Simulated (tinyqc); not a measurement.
Worked calculation: solubility, supersaturation, precipitation and gettering of an impurity in a silicon-like host. Computed by tinyqc, a small Python program that keeps every step. Command: `OMP_NUM_THREADS=1 python tinyqc.py 3022084 3022085 out.jsonl ripen walk`. One thread of a shared host (Intel(R) Xeon(R) Processor @ 2.30GHz), about 0.01 s of CPU time with the checks. Intermediate numbers are printed to about 6 digits and carried at full precision; extremes and crossings named in words are read from the listed rows.

The wafer was saturated at T1 and is then held at T.

Inputs (values chosen for the exercise, modelled on gold in silicon): site density N0 = 5e+22 1/cm^3; enthalpy of solution H = 1.98 eV; entropy of solution S = 2.7 k_B; diffusion prefactor D0 = 0.00024 cm^2/s; migration energy Q = 1.15 eV; temperature of saturation T1 = 1225 K; anneal temperature T = 952 K; sink density n = 2.8e+09 1/cm^3; initial sink radius r0 = 16 nm; impurity density in the precipitate C_p = 3e+22 1/cm^3; interface energy gamma = 0.4 J/m^2; anneal time t = 20000 s; wafer thickness w = 200 micrometre; segregation energy E_g = 1 eV; segregation prefactor k_0 = 0.028; getter layer thickness t_g = 0.25 micrometre.

Gettering: segregation gettering in a layer.

Constants: k_B = 8.617333262e-05 eV/K; k_B = 1.380649e-23 J/K.

## Solubility, diffusivity, supersaturation

C_eq(T) = N0 exp(S/k_B - H/(k_B T)); D(T) = D0 exp(-Q/(k_B T)); C0 = C_eq(T1). Supersaturation s = C0/C_eq(T); critical radius r* = 2 gamma/(C_p k_B T ln s); barrier W* = (4 pi/3) gamma r*^2. Strain energy is left out.

C0 = 5.31665e+15 1/cm^3

C_eq(T) = 2.45286e+13 1/cm^3

D(T) = 1.95995e-10 cm^2/s

supersaturation s = 216.753

critical radius r* = 0.377196 nm

W*/(k_B T) = 18.1368

Sinks of radius r0 are above r* and grow. The barrier is low enough for new nuclei to form. Caution: the barrier to homogeneous nucleation is below 35 k_B T for these inputs, so new precipitates would form and outnumber the fixed sinks assumed here. Caution: a critical radius of atomic size is outside the capillary model.

## Ham's law for sinks of fixed radius

tau0 = 1/(4 pi n r0 D); C_fixed(t) = C_eq + (C0 - C_eq) exp(-t/tau0). If all excess precipitates, the final radius is r_f = [r0^3 + 3 (C0 - C_eq)/(4 pi n C_p)]^(1/3), with tau_f = 1/(4 pi n r_f D).

tau0 = 90629.2 s

C_fixed(t) = 4.26867e+15 1/cm^3

final radius r_f = 26.7478 nm

tau_f = 54212.7 s

The sinks grow 1.7 times, so the fixed radius underrates the later rate.

## Growing precipitates

Growing sinks: with y = r/r_f and y0 = r0/r_f, dy/dt = (1 - y^3)/(3 tau_f y), which integrates to t/tau_f = F(y) - F(y0), F(y) = (1/2) ln[(1 + y + y^2)/(1 - y)^2] - sqrt(3) arctan[(2y + 1)/sqrt(3)]; the share of the excess left is (1 - y^3)/(1 - y0^3), and C(t) = C_eq + (C0 - C_eq) x share.

radius at t = 19.4696 nm

share of the excess left = 0.781638

C(t) with growing sinks = 4.16105e+15 1/cm^3

21.8 % of the excess has precipitated.

## Segregation into a layer on one face

k = k_0 exp(E_g/(k_B T)); in equilibrium the bulk keeps C/C0 = 1/(1 + k t_g/w). For a strong sink on one face the slowest diffusion mode has tau_w = 4 w^2/(pi^2 D), and C/C0 is estimated as c_eq + (1 - c_eq)(8/pi^2) sum over odd m up to 99 of exp(-m^2 t/tau_w)/m^2. Precipitation is left out here.

segregation coefficient k = 5508.62

equilibrium C/C0 = 0.126811

tau_w = 827135 s

mean C/C0 at t = 0.902463

Limited by diffusion: far more is left than the 0.13 that equilibrium would leave.

## The best anneal temperature for the time t

C_eq(T) = N0 exp(S/k_B - H/(k_B T)); D(T) = D0 exp(-Q/(k_B T)); C0 = C_eq(T1). r_f = [r0^3 + 3 (C0 - C_eq)/(4 pi n C_p)]^(1/3), tau_f = 1/(4 pi n r_f D).

Dissolved share after t:
```
T (K)      C_eq/C0    tau_f (s)   C(t)/C0
551    1.08556e-10  1.45949e+09  0.999992
637    3.02470e-08  5.54763e+07  0.999785
735    3.71007e-06  3.39606e+06  0.996480
833    1.46765e-04  4.01144e+05  0.970137
931    2.67671e-03  7.43365e+04  0.839840
1029   2.80799e-02  1.91094e+04  0.467743
1115   1.57169e-01  7.28941e+03  0.233673
1176   4.57706e-01  4.35100e+03  0.465085
```

The lowest dissolved share among these rows is 0.23 at 1115 K. Above it solubility sets the floor; below it diffusion is too slow for this time. Solubility falls with H = 1.98 eV and diffusion with Q = 1.15 eV.

Checks made by the program: radius against numerical integration (relative difference below 1e-10).
